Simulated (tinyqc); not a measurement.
Ion implantation: universal nuclear stopping, Lindhard-Scharff electronic stopping and a Gaussian range profile: one step, computed by the program tinyqc. Command: `OMP_NUM_THREADS=1 python tinyqc.py 3007393 3007394 out.jsonl implant walk`. One thread of a shared host (Intel(R) Xeon(R) Processor @ 2.30GHz), about 0.05 s of CPU time with the checks.

An ion slows by elastic collisions with screened nuclei and by friction with electrons; channelling is ignored and the target is uniform.

Problem. Range and straggle. Reduced energy eps = 32.53 M2 E/(Z1 Z2 (M1 + M2)(Z1^0.23 + Z2^0.23)), E in keV; s_n = ln(1 + 1.1383 eps)/(2 (eps + 0.01321 eps^0.21226 + 0.19593 eps^0.5)) for eps up to 30 and ln(eps)/(2 eps) above; S_n = 8.462 Z1 Z2 M1 s_n/((M1 + M2)(Z1^0.23 + Z2^0.23)) in 1e-15 eV cm^2. S_e = k 3.83 Z1^(7/6) Z2/(Z1^(2/3) + Z2^(2/3))^(3/2) sqrt(E/M1) in 1e-15 eV cm^2, E in keV. Path length R = int_0^E dE'/(N (S_n + S_e)); energy lost to nuclei nu = int_0^E S_n/(S_n + S_e) dE' (both with E' = E y^3 and 64 Gauss-Legendre points in y). Estimates of Lindhard type: R_p = R/(1 + M2/(3 M1)), straggle dR_p = (2/3) R_p sqrt(M1 M2)/(M1 + M2).

Inputs (values chosen for the exercise, modelled on oxygen ions in germanium): ion atomic number Z1 = 8; ion mass M1 = 16 u; target atomic number Z2 = 32; target mass M2 = 72.63 u; target density N = 44.2 1/nm^3; ion energy E = 170 keV; scale factor of electronic stopping k = 1.2.

Give: path length R; projected range R_p; straggle dR_p; energy lost to nuclei nu.

Solution.

path length R = 437.2 nm

projected range R_p = 174.0 nm

straggle dR_p = 44.61 nm

energy lost to nuclei nu = 51.67 keV

30 % of the energy goes to nuclei over the whole path. Caution: the estimates of R_p and dR_p assume mainly nuclear stopping and an ion not much lighter than the target; here they are rough, and for light ions in heavy targets the straggle can be low by a factor of two or more.
